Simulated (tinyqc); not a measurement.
On-chip power grid, static voltage drop by conjugate gradients: two steps of the calculation.

A grid of 4 rows and 3 columns, node k = 3 row + column. Neighbours in a row are joined by Rx, in a column by Ry; pad nodes, which reach the supply through Rp: 0, 2, 9, 11. Each node draws I0, node 5 draws kh I0. The drops u = Vdd - V solve G u = i, with G the conductance matrix (1/Rp added on the diagonal at pad nodes).

Parameters, values chosen for the exercise: resistance of a horizontal segment Rx = 0.55 ohm; resistance of a vertical segment Ry = 0.23 ohm; resistance from a pad node to the supply Rp = 0.11 ohm; load current of an ordinary node I0 = 2.8 mA; factor on the load at the hot node kh = 8.

Question 1. Diagonal of G, loads and first direction. G_kk = sum of the conductances at node k. Start u = 0, so the residual is r = i; p = r.

Find: G_kk; r at the start; p at the start.

Answer 1.

G_kk (S):
```
        col 0   col 1   col 2
row 0  15.257  7.9842  15.257
row 1  10.514  12.332  10.514
row 2  10.514  12.332  10.514
row 3  15.257  7.9842  15.257
```

r at the start (mA):
```
        col 0   col 1   col 2
row 0  2.8000  2.8000  2.8000
row 1  2.8000  2.8000  22.400
row 2  2.8000  2.8000  2.8000
row 3  2.8000  2.8000  2.8000
```

p at the start (mA):
```
        col 0   col 1   col 2
row 0  2.8000  2.8000  2.8000
row 1  2.8000  2.8000  22.400
row 2  2.8000  2.8000  2.8000
row 3  2.8000  2.8000  2.8000
```

Question 2. Conjugate-gradient step. q = G p; a = (r.r)/(p.q); u(new) = u + a p; r(new) = r - a q; b = (r.r)(new)/(r.r); p(new) = r(new) + b p.

u after iteration 1 (mV):
```
           col 0      col 1      col 2
row 0  0.3807510  0.3807510  0.3807510
row 1  0.3807510  0.3807510  3.0460083
row 2  0.3807510  0.3807510  0.3807510
row 3  0.3807510  0.3807510  0.3807510
```

r after iteration 1 (mA):
```
           col 0     col 1      col 2
row 0  -0.661373  2.800000  10.926702
row 1   2.800000  7.645922  -5.622073
row 2   2.800000  2.800000  14.388075
row 3  -0.661373  2.800000  -0.661373
```

p after iteration 1 (mA):
```
          col 0     col 1      col 2
row 0  1.514768  4.976141  13.102843
row 1  4.976141  9.822063  11.787055
row 2  4.976141  4.976141  16.564216
row 3  1.514768  4.976141   1.514768
```

Wanted: q; a; u after iteration 2; r after iteration 2; b; p after iteration 2.

Answer 2.

q (mA S):
```
       col 0   col 1   col 2
row 0  -7.57  -29.55  139.61
row 1   6.24   47.38  -22.92
row 2  15.05  -42.14  107.27
row 3  -7.57   12.59  -57.96
```

a = 0.13048 ohm

u after iteration 2 (mV):
```
        col 0   col 1   col 2
row 0  0.5784  1.0300  2.0903
row 1  1.0300  1.6623  4.5839
row 2  1.0300  1.0300  2.5420
row 3  0.5784  1.0300  0.5784
```

r after iteration 2 (mA):
```
        col 0   col 1    col 2
row 0  0.3266  6.6558  -7.2894
row 1  1.9860  1.4645  -2.6318
row 2  0.8364  8.2980   0.3917
row 3  0.3266  1.1577   6.9003
```

b = 0.50182

p after iteration 2 (mA):
```
       col 0   col 1   col 2
row 0  1.087   9.153  -0.714
row 1  4.483   6.393   3.283
row 2  3.334  10.795   8.704
row 3  1.087   3.655   7.660
```

tinyqc, about 0.09 s, one thread, Intel Xeon 2.30GHz (shared host): `OMP_NUM_THREADS=1 python tinyqc.py 2770160 2770161 out.jsonl`
